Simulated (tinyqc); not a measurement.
From results to parameters: Luttinger model of the valence bands. Computed by the program tinyqc.

Problem. In the four-band Luttinger model 1/m = g1 -/+ 2 g2 along [100] and g1 -/+ 2 g3 along [111]. Find g1, g2, g3 and the light hole mass along [111].

heavy and light hole masses along [100] (electron masses): 0.071124  0.049652
heavy hole mass along [111] = 0.316456 electron masses

Solution. The mean of the two inverse masses along [100] is g1 and a quarter of their difference is g2; g3 = (g1 - 1/m_hh[111])/2.

g1, g2, g3: 17.1000  1.5200  6.9700
light hole mass along [111] = 0.0322 electron masses
